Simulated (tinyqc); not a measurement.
Inside a calculation. Model: kinetic Monte Carlo and master equation for a particle on a ring of sites with traps and bias. Computed by tinyqc, a small Python program that keeps every step. Command: `OMP_NUM_THREADS=1 python tinyqc.py 3023607 3023608 out.jsonl kmc walk`. One thread of a shared host (Intel(R) Xeon(R) Processor @ 2.30GHz), about 0.09 s of CPU time with the checks. Intermediate numbers are printed to about 5 digits and carried at full precision; extremes and crossings named in words are read from the listed rows.

7 sites on a ring, numbered 1 to 7. The saddle between i and i+1 lies at E0 + s b_i and site i at s eps_i; a force F tilts the landscape, with the saddle half-way.

Inputs (values chosen for the exercise, for a model defect):
```
quantity                         value         unit
reference barrier E0              0.64           eV
scale factor s of the disorder       1            -
attempt frequency nu               3.3          THz
temperature T                      700            K
site spacing a                     2.6     angstrom
force F along the ring           0.006  eV/angstrom
seed of the random numbers      327242            -
```

Disorder: random barriers.

site energies eps_i (eV): 0  0  0  0  0  0  0

saddle shifts b_i between sites i and i+1 (eV): 0.053  0.066  -0.018  -0.017  -0.089  -0.065  0.031

Constants: k_B = 8.617333262e-05 eV/K.

## Rate table

Rates: k(i to i+1) = nu exp(-(E0 + s b_i - s eps_i - F a/2)/(k_B T)), k(i to i-1) = nu exp(-(E0 + s b_(i-1) - s eps_i + F a/2)/(k_B T)). Share right = k right/(k right + k left); mean stay = 1/(k right + k left).

Rates, shares of right hops and mean stays:
```
site  k right (1/s)  k left (1/s)  share right  mean stay (s)
1        3.8485e+07    4.2793e+07      0.47350     1.2304e-08
2        3.1024e+07    2.9715e+07      0.51077     1.6464e-08
3        1.2487e+08    2.3954e+07      0.83905     6.7192e-09
4        1.2282e+08    9.6417e+07      0.56022     4.5613e-09
5        4.0518e+08    9.4832e+07      0.81034     2.0000e-09
6        2.7218e+08    3.1285e+08      0.46524     1.7093e-09
7        5.5422e+07    2.1015e+08      0.20869     3.7654e-09
```

The particle stays longest on site 2, 9.6 times as long as on the quickest site.

## Twelve steps of the residence-time algorithm

Random numbers:
```
step      r1      r2
1     0.4685  0.4501
2     0.8869  0.0897
3     0.3469  0.8858
4     0.1532  0.3235
5     0.1713  0.0689
6     0.2566  0.4777
7     0.2535  0.7561
8     0.1157  0.2156
9     0.6009  0.2363
10    0.5623  0.2737
11    0.7335  0.3638
12    0.3241  0.4822
```

Start on site 1 at t = 0. Hop right if r1 is below the share right, else left; advance the clock by -ln(r2) times the mean stay.

Trajectory:
```
step  site    hop    wait (s)   clock (s)  net hops
1        1  right  9.8217e-09  9.8217e-09         1
2        2   left  3.9699e-08  4.9521e-08         0
3        1  right  1.4920e-09  5.1013e-08         1
4        2  right  1.8580e-08  6.9593e-08         2
5        3  right  1.7975e-08  8.7568e-08         3
6        4  right  3.3697e-09  9.0938e-08         4
7        5  right  5.5915e-10  9.1497e-08         5
8        6  right  2.6227e-09  9.4119e-08         6
9        7   left  5.4322e-09  9.9552e-08         5
10       6   left  2.2148e-09  1.0177e-07         4
11       5  right  2.0223e-09  1.0379e-07         5
12       6  right  1.2468e-09  1.0504e-07         6
```

## Steady state

Master equation dP/dt = W P, W_(i+1,i) = k right, W_(i-1,i) = k left, columns summing to zero. The steady state is its null vector; drift v = a sum P_i (k right - k left). D = a^2 lambda''(0)/2, where lambda(q) is the leading eigenvalue of W with right hops weighted by exp(q) and left hops by exp(-q). The slowest relaxation rate is minus the real part of the next eigenvalue of W. 1 angstrom = 1e-8 cm.

occupations P_i: 0.17998  0.15528  0.10459  0.11147  0.11999  0.14801  0.18069

drift velocity v = 0.42083 cm/s

diffusivity D = 4.4320e-08 cm^2/s

slowest relaxation rate = 5.5166e+07 1/s

The Boltzmann occupations exp(-s eps_i/(k_B T))/Z differ from these by at most 0.038: the current piles particles up in front of high saddles.

## Closed form at zero force

At zero force D0 = a^2 nu exp(-E0/(k_B T)) / [<exp(-s eps/(k_B T))> <exp(s b/(k_B T))>], with means over the ring; Einstein relation v = D0 F/(k_B T); 1 angstrom = 1e-8 cm.

zero-force diffusivity D0 = 4.2191e-08 cm^2/s

D0 over the value without disorder = 0.76657

Einstein drift = 0.41966 cm/s

F a/(k_B T) = 0.259; the true drift is 1.0028 times the Einstein value.

## Sampled drift against the exact one

400 independent walkers start on sites drawn with weights P_i (k right + k left), the steady shares of hops (random numbers not printed); the estimate is total displacement over total time, with its standard error from the spread between walkers.

Drift from sampling:
```
hops per walker  estimate (cm/s)  standard error (cm/s)  deviation in standard errors
10                       0.28868               0.081672                       -1.6180
30                       0.35212               0.044701                       -1.5370
100                      0.40119               0.023671                       -0.8299
300                      0.40980               0.013485                       -0.8183
1000                     0.41976               0.007323                       -0.1464
3000                     0.42066               0.004086                       -0.0429
```

The exact drift is 0.4208 cm/s. The standard error falls by a factor 3.23 from 100 to 1000 hops (sqrt10 = 3.16), and in the last row it is 0.97 % of the drift.

Checks made by the program: closed form against the master equation at zero force (relative difference 3e-06).
